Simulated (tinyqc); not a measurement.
Energy and delay of logic against supply voltage: course of the iteration.

One expression serves below and above threshold: I(Vg) = Ik [ln(1 + exp((Vg - VT + dd V)/(al nf Vt)))]^al, with I_on = I(V) and I_off = I(0). Gate delay td = kd C V/I_on, clock period LD td. Per gate and cycle the switching energy is act C V^2 and the leakage energy I_off V LD td. No short-circuit current, no variation. Minima are sought above 0.09 V; below a few Vt gates no longer switch and the model has no meaning.

Start: V = 0.35 V.

Minimum-energy supply: E(V) is the energy per gate and cycle; with h = 0.001 V, E' = (E(V + h) - E(V - h))/(2 h), E'' = (E(V - h) - 2 E(V) + E(V + h))/h^2, V(new) = V - E'/E''.

Stop when the step is below 1e-9 V, or after 40 iterations.

Parameters, values chosen for the exercise; values of the order met in logic technologies: temperature T = 330 K; threshold voltage at zero drain bias VT = 0.24 V; slope factor nf = 1.34; barrier lowering per volt of supply dd = 0.1; specific current of a gate Ik = 2.8 uA; exponent of the current law al = 1.35; load capacitance of a gate C = 1.4 fF; delay factor kd = 1.2; logic depth LD = 12; activity factor act = 0.02.

Constants: q = 1.602176634e-19 C, kB = 1.380649e-23 J/K, Vt = kB T/q. Results are converted to the units shown.

Course of the iteration:
```
iteration  V before the step (V)   step (V)
1                           0.35     -0.101
2                       0.249476     0.0260
3                       0.275448    5.48e-3
4                       0.280927    2.04e-4
5                       0.281131    2.66e-7
6                       0.281131  -3.80e-12
```

Did this iteration meet its convergence test, and what does its course show?

Yes. Converged in 6 iterations. There leakage makes up 59.7 % of the energy and the clock runs at 914 MHz.

Program tinyqc, `OMP_NUM_THREADS=1 python tinyqc.py 2082095 2082096 out.jsonl`; Intel Xeon 2.30GHz, shared host, one thread, about 0.01 s.
